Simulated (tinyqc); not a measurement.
Where a level does most harm: Shockley-Read-Hall recombination through one deep level.

One level at Et with degeneracy 1: tn = 1/(sn vth Nt), tp = 1/(sp_ vth Nt), n1 = Nc exp((Et - Eg)/kT), p1 = Nv exp(-Et/kT), ni^2 = n1 p1. Equilibrium p0 = Nm, n0 = ni^2/Nm; n = n0 + dn, p = p0 + dn. U = (n p - ni^2)/(tp (n + n1) + tn (p + p1)), lifetime dn/U; emission rates en = sn vth n1, ep = sp_ vth p1.

Constants: kB = 8.617333262e-05 eV/K.

Values chosen for the exercise (gap and densities of states near those of Ge at this temperature; the results hold for these values, not for the real material):

| symbol | value | unit | meaning |
|---|---|---|---|
| Eg | 0.64 | eV | gap |
| Nc | 1.34e+19 | 1/cm^3 | conduction-band density of states |
| Nv | 6.25e+18 | 1/cm^3 | valence-band density of states |
| T | 350 | K |  |
| Nt | 2.7e+16 | 1/cm^3 | defects |
| sn | 3.6e-15 | cm^2 | electron capture cross-section |
| sp_ | 1.2e-16 | cm^2 | hole capture cross-section |
| vth | 17000000 | cm/s | thermal velocity, both carriers |
| Nm | 2.7e+17 | 1/cm^3 | equilibrium holes for the lifetime steps |

Et takes the values listed; G = Nt en ep/(en + ep) in a depleted region; the lifetime is for dn = 1e11 1/cm^3.

Results:

| Et (eV) | lifetime (microsecond) | G (1/(cm^3 s)) |
|---|---|---|
| 0.038 | 0.00458 | 4.75e+19 |
| 0.090 | 0.00131 | 2.66e+20 |
| 0.141 | 0.000736 | 1.44e+21 |
| 0.192 | 0.000630 | 7.74e+21 |
| 0.243 | 0.000611 | 3.06e+22 |
| 0.294 | 0.000615 | 1.85e+22 |
| 0.346 | 0.000658 | 3.58e+21 |
| 0.397 | 0.000891 | 6.61e+20 |
| 0.448 | 0.00215 | 1.22e+20 |
| 0.499 | 0.00901 | 2.25e+19 |
| 0.550 | 0.0462 | 4.14e+18 |
| 0.602 | 0.256 | 7.39e+17 |

What does the comparison show?

Generation peaks where en = ep, at Eg/2 + (kT/2) ln(sp_ Nv/(sn Nc)) = 0.257 eV; the largest value listed is at 0.243 eV, and G falls by a decade for each 0.069 eV away from the peak. The lifetime is within a factor 2 of its minimum, 0.000611 microsecond, from 0.141 to 0.397 eV: recombination tolerates a wide range of Et, generation a narrow one.

tinyqc: `OMP_NUM_THREADS=1 python tinyqc.py 1651346 1651347 out.jsonl`; about 0.01 s, one thread, shared Intel(R) Xeon(R) Processor @ 2.30GHz.
